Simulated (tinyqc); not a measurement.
Changing the temperature T: Bloch-Grueneisen resistivity of a metal. Computed by tinyqc, a small Python program. Command: `OMP_NUM_THREADS=1 python tinyqc.py 3025035 3025036 out.jsonl bg sweep`. One thread of a shared host (Intel(R) Xeon(R) Processor @ 2.30GHz), about 0.01 s of CPU time with the checks.

Electrons scatter from a Debye spectrum of phonons (n = 5 for scattering within one band, n = 3 for scattering into a second, heavy band) and from static defects.

Inputs (values chosen for the exercise, modelled on iridium): exponent n = 3; Debye temperature Theta = 301 K; transport coupling lambda_tr = 0.41; Drude plasma energy hbar w_p = 9.1 eV; residual resistivity rho_0 = 0.69 microohm cm; saturation resistivity = 110 microohm cm.

Addition: saturation.

Constants: k_B = 1.380649e-23 J/K; hbar = 1.054571817e-34 J s; eps_0 = 8.8541878128e-12 F/m; hbar = 6.582119569e-16 eV s; k_B = 8.617333262e-05 eV/K.

Method:
- rho_ph = (n - 1) rho_1 (T/Theta)^n J_n(Theta/T), with rho_1 = 2 pi lambda_tr k_B Theta/(hbar eps_0 w_p^2), the high-temperature line at T = Theta.
- J_n(y) = int_0^y x^n e^x/(e^x - 1)^2 dx, by 96 Gauss-Legendre points (upper limit at most 60).
- Parallel-resistor saturation: 1/rho = 1/(rho_0 + rho_ph) + 1/rho_sat.
- Temperature coefficient (1/rho) d rho/dT by a central difference of +/- 0.5 K; residual ratio rho(295 K)/rho(4.2 K); scattering time tau = 1/(eps_0 w_p^2 rho); Wiedemann-Franz kappa = L_0 T/rho, L_0 = (pi^2/3)(k_B/e)^2.

One run for each value; columns: (1) temperature T (K); (2) resistivity rho (microohm cm); (3) phonon resistivity rho_ph (microohm cm); (4) temperature coefficient (1e-3/K); (5) Wiedemann-Franz conductivity (W/(m K)):
```
(1)    (2)        (3)    (4)    (5)
10    0.69  3.173e-03   1.37   35.5
16    0.70  1.300e-02   3.45   56.0
27    0.75  6.222e-02   9.03   88.3
45    0.95  2.652e-01  16.04  116.1
74    1.50  8.308e-01  14.27  120.5
120   2.51  1.875e+00   8.64  117.0
200   4.16  3.636e+00   4.77  117.4
330   6.62  6.355e+00   2.74  121.8
550  10.42  1.083e+01   1.59  128.9
900  15.87  1.785e+01   0.92  138.6
```

Over the rows, resistivity rho (microohm cm) rises from 0.689 to 15.9 (exponent d ln y / d ln x 0.030 between the first rows and 0.85 between the last); phonon resistivity rho_ph (microohm cm) rises from 0.00317 to 17.9 (exponent d ln y / d ln x 3.0 between the first rows and 1.0 between the last); temperature coefficient (1e-3/K) goes from 1.37 through a maximum among these rows, 16.0 at 45.0, to 0.924. At the high end the exponent of phonon resistivity rho_ph is 1.02, close to 1: the linear law of classical vibrations. At the low end the exponent of Wiedemann-Franz conductivity is 0.97, close to 1: defect scattering, constant rho.

Caution (rows 74.0, 120): below about Theta/2 small-angle phonon scattering degrades heat flow more than charge flow, so a thermal conductivity taken from rho by the Wiedemann-Franz law would be too high.

Extremes, crossings and ranges named in words are read from the listed rows.
